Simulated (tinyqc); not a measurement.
Worked calculation: shallow donor in effective-mass theory, with valley-orbit splitting. Values are carried at full precision from step to step, so a last printed digit may differ when a step is redone from the rounded ones.

Constants: Ry = 13.60569312 eV; a0 (Bohr radius) = 0.5291772105 angstrom; hbar^2/2m0 = 3.80998211 eV angstrom^2; e^2/(4 pi eps0) = 14.39964547 eV angstrom.

Inputs chosen for the exercise (near those of a group-V donor in Si; shifted at random, so the results belong to these values and not to a real crystal):
- ml = 0.879 m0 (longitudinal mass)
- mt = 0.192 m0 (transverse mass)
- eps = 11.5 (dielectric constant)
- a = 29.6 angstrom (trial radius across the axis)
- b = 14.5 angstrom (trial radius along the axis)
- E0 = -30.6 meV (single-valley level)
- D0 = 4 meV (central-cell shift)
- D1 = 2.21 meV (coupling of perpendicular valleys)
- D2 = 1.54 meV (coupling of opposite valleys)
- Ds = 29.2 meV (strain splitting: z valleys less the others)

## Hydrogen-like estimates

Ry* = Ry m/eps^2 and a* = a0 eps/m for four choices of one mass: mt, the conductivity mass 3/(1/ml + 2/mt), the density-of-states mass (ml mt^2)^(1/3), and ml.

Estimates:
```
mass               m (m0)  Ry* (meV)  a* (angstrom)
mt                 0.1920      19.75          31.70
conductivity       0.2596      26.71          23.44
density of states  0.3188      32.80          19.09
ml                 0.8790      90.43           6.92
```

## Energy of one trial function

One valley: H = -c [(d2/dx2 + d2/dy2)/mt + (d2/dz2)/ml] - q/(eps r), c = hbar^2/2m0, q = e^2/(4 pi eps0). Trial function exp(-sqrt((x^2 + y^2)/a^2 + z^2/b^2)) with a > b: T = (c/3)(2/(mt a^2) + 1/(ml b^2)), V = -(q/eps) atan(u/b)/u, u = sqrt(a^2 - b^2). The central cell of the impurity is left out.

Evaluate T, V and E. Scaling both radii by f changes T to T/f^2 and V to V/f, so the best factor is f = -2T/V, with energy -V^2/(4T).

T = 21.971 meV
V = -51.379 meV
E = -29.408 meV
best scale factor = 0.8552
energy after scaling = -30.037 meV

The virial ratio -V/T is 2.339; it is 2 at the best scale. Scaling gains 0.629 meV.

## Scan over the shape

For each ratio b/a = 0.2, 0.3, ..., 0.9 the best scale follows from a = -2 T1/V1, with T1 and V1 taken at a = 1 angstrom.

Scan:
```
b/a  a (angstrom)  b (angstrom)  E (meV)
0.2         56.40         11.28  -15.516
0.3         35.24         10.57  -23.580
0.4         28.11         11.24  -28.173
0.5         25.11         12.55  -30.151
0.6         23.76         14.26  -30.542
0.7         23.20         16.24  -30.056
0.8         23.06         18.45  -29.113
0.9         23.17         20.86  -27.954
```

The best listed ratio is 0.6; (mt/ml)^(1/2) = 0.47 and (mt/ml)^(1/3) = 0.60 are common guesses.

## The minimum

Minimise over a and b. The Mott estimate n_c = (0.25/a_m)^3 uses a_m = (a^2 b)^(1/3); 1/angstrom^3 = 1e24/cm^3.

a = 23.90 angstrom
b = 13.97 angstrom
E = -30.553 meV
a_m = 19.99 angstrom
n_c = 1.96 x 1e18/cm^3

b/a = 0.585. The binding energy is 1.547 times Ry*(mt). The central cell of a real donor shrinks the orbit and raises n_c (3.7 x 1e18/cm^3 for P in Si).

## The valley-orbit matrix

Basis: the 1s envelopes of the valleys +x, -x, +y, -y, +z, -z. Diagonal E0 - D0, element -D2 between opposite valleys and -D1 between perpendicular ones. Strain along [001] adds 2 Ds/3 to the z valleys and -Ds/3 to the others.

Fill it in with the strain.

H (meV), lower triangle:
```
         +x       -x       +y       -y       +z       -z
+x  -44.333
-x   -1.540  -44.333
+y   -2.210   -2.210  -44.333
-y   -2.210   -2.210   -1.540  -44.333
+z   -2.210   -2.210   -2.210   -2.210  -15.133
-z   -2.210   -2.210   -2.210   -2.210   -1.540  -15.133
```

## Levels and ground state

Diagonalise. For the lowest state give the amplitudes (positive) and (sum of amplitudes)^2/6, the contact density relative to no strain.

levels (meV): -51.418  -42.793  -42.793  -41.453  -15.549  -13.593

amplitudes: +x 0.4921, -x 0.4921, +y 0.4921, -y 0.4921, +z 0.1252, -z 0.1252

relative contact density = 0.8205

The z valleys hold 3.1 % of the ground state, against 33.3 % without strain.

## Checks

- Energy from 21 anisotropic Gaussians against the two-parameter function, meV: -30.59 against -30.55.
- Unstrained levels against E0 - D0 - 4 D1 - D2 (A1), E0 - D0 + D2 (T2, threefold) and E0 - D0 + 2 D1 - D2 (E, twofold): they agree to 1e-10 or better.

tinyqc: `OMP_NUM_THREADS=1 python tinyqc.py 1280187 1280188 out.jsonl`; about 0.01 s, one thread, shared Intel(R) Xeon(R) Processor @ 2.30GHz.
